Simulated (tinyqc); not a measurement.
Nanosheet or nanowire with hard walls, valleys of the Ge type, step by step. Values are carried at full precision from step to step, so a last printed digit may differ when a step is redone from the rounded ones.

Four ellipsoidal valleys along <111>: inverse mass tensor w = 1/mt + (1/ml - 1/mt) a a^T with a the unit axis. Device axes: x along the channel, z = [001], y = z x x. The Gamma and Delta valleys are left out; the heavy Delta valleys, about 0.18 eV up, lie lowest once the L levels pass about 0.2 eV.

Constants: hbar^2/2m0 = 3.80998211 eV angstrom^2; hbar = 6.58211957e-16 eV s; e^2/h = 3.874045865e-05 S; kB = 8.617333262e-05 eV/K.

Parameters, chosen for this exercise (near those of Ge; not measured data):
- ml = 1.62 m0 (longitudinal mass)
- mt = 0.083 m0 (transverse mass)
- channel = 110 (transport direction x on a (001) wafer)
- W = 60 angstrom (width, along y)
- H = 38 angstrom (height, along z = [001])
- dE = 0.16 eV (EF above the lowest subband edge)
- T = 300 K (temperature)
- g_all = 4 (number of valleys)

## Valley masses for a [110] channel

Rotate w into the device axes and group equal valleys (|w_yz| counts); order by w_zz, then w_yy. 1/m_x = w_xx - w_xc w_c^-1 w_cx with c the block (y, z).

Valleys:
```
group  valleys g     w_yy    w_zz  |w_yz|  m_x (m0)
A              2   4.4276  8.2379  5.3886    0.0830
B              2  12.0482  8.2379  0.0000    1.1077
```

The lightest transport mass, 0.083 m0, belongs to group A.

## One-dimensional subbands

Hard walls around a W x H rectangle. The block w_c of w in (y, z) confines; the transport mass follows from 1/m_x = w_xx - w_xc w_c^-1 w_cx. The cross-section problem c (w_yy ky^2 + 2 w_yz ky kz + w_zz kz^2), c = hbar^2/2m0, is solved in products sin(n pi y/W) sin(l pi z/H), n, l = 1 to 12; if w_yz = 0 the levels are c pi^2 (w_yy n^2/W^2 + w_zz l^2/H^2). The w_yz term couples (n, l) to (n', l') by -2 c w_yz D_nn'(W) D_ll'(H) with D_nm(L) = 4 n m/(L (n^2 - m^2)) for n + m odd and 0 otherwise.

The ten lowest levels of all groups together, numbered within each group.

Subbands:
```
label  valleys g  m_x (m0)  E (eV)
A1             2    0.0830  0.2292
A2             2    0.0830  0.2723
B1             2    1.1077  0.3404
A3             2    0.0830  0.3404
A4             2    0.0830  0.4278
A5             2    0.0830  0.5269
A6             2    0.0830  0.6327
B2             2    1.1077  0.7179
A7             2    0.0830  0.7483
A8             2    0.0830  0.8763
```

The lowest subband is A1; the number of further ones in the list within kB T = 25.9 meV of it at 300 K is 0.

## Modes, density and velocity at zero temperature

With EF = E_lowest + dE, each subband below EF has k_F = sqrt(m_x (EF - E)/c), carries n = 2 g k_F/pi electrons per length (spin included), moves at v = 2 c k_F/(hbar m_x) and adds 2 g e^2/h to the ballistic conductance; c = hbar^2/2m0, 1 angstrom/s = 1e-8 cm/s.

Occupied subbands:
```
label  k_F (1/angstrom)  n (1/nm)  v (1e7 cm/s)
A1               0.0590     0.752          8.23
A2               0.0505     0.643          7.04
B1               0.1192     1.517          1.25
A3               0.0326     0.415          4.55
```

total n = 3.327 1/nm
ballistic conductance = 619.8 microsiemens

EF lies below the last listed level, so the count is complete for these valleys (other families, and non-parabolicity above about 0.2 eV, are left out): 4 subbands with 8 valley modes. The Fermi velocity, averaged with the densities as weights, is 4.36 x 1e7 cm/s; the mean over all filled states moving one way is half of it.

## Threshold shift from confinement

Without degeneracy the line density is N1 exp((EF - Ec)/kB T) with N1 = sum 2 g sqrt(m_x kB T/(4 pi c)) exp(-E/kB T), here over n, l up to 80 where w_yz = 0 and over all levels of a 12 x 12 sine basis otherwise; the classical value is W H Nc with Nc = 2 g_all (m_dos kB T/(4 pi c))^(3/2), m_dos = (ml mt^2)^(1/3); dVt = kB T ln(W H Nc/N1).

Form N1, W H Nc and dVt.

N1 = 4.732e-05 1/nm
W H Nc = 0.2418 1/nm
dVt = 220.7 mV

## Checks

- Lowest level of group A on a 40 x 40 difference grid against the sine basis, eV: both 0.229.

Program tinyqc; command `OMP_NUM_THREADS=1 python tinyqc.py 1282325 1282326 out.jsonl`; about 0.1 s on one thread of a shared Intel(R) Xeon(R) Processor @ 2.30GHz.
